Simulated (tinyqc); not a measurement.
Capacitance measurement on a leaky thin oxide: effects of series resistance and leakage: one step of the calculation.

The device is a capacitance C in parallel with a leakage conductance G, in series with Rs and Ls. An impedance meter reports either a parallel pair (Cp, Gp) from Y = 1/Z = Gp + i w Cp or a series pair (Cs, Rm) from Z = Rm + 1/(i w Cs); w = 2 pi f, dissipation D = Gp/(w |Cp|).

Task. True capacitance and conductance. EOT = 3.9 tox/eox; CET = EOT + zc + zp; C = 3.9 eps0 A/CET; G = Jg A/Vs.

Parameters, values chosen for the exercise; values of the order met in thin-oxide MOS capacitors: relative permittivity of the gate insulator (close to silicon dioxide) eox = 3.9; insulator thickness tox = 1.6 nm; gate area A = 10000 um^2; oxide-equivalent thickness added by the accumulation layer zc = 0.32 nm; oxide-equivalent thickness added by gate depletion zp = 0.4 nm; gate leakage current density, not matched to the thickness Jg = 0.00036 A/cm^2; voltage for an e-fold rise of the leakage Vs = 0.45 V.

Constants: eps0 = 8.8541878128e-14 F/cm where lengths are in cm. Results are converted to the units shown.

Find: EOT; CET; C; G.

Result.

EOT = 1.600 nm
CET = 2.320 nm
C = 148.8 pF
G = 0.08000 uS

Computed by the program tinyqc: `OMP_NUM_THREADS=1 python tinyqc.py 2022045 2022046 out.jsonl`, one thread of a shared Intel Xeon 2.30GHz, about 0.01 s for the whole run.
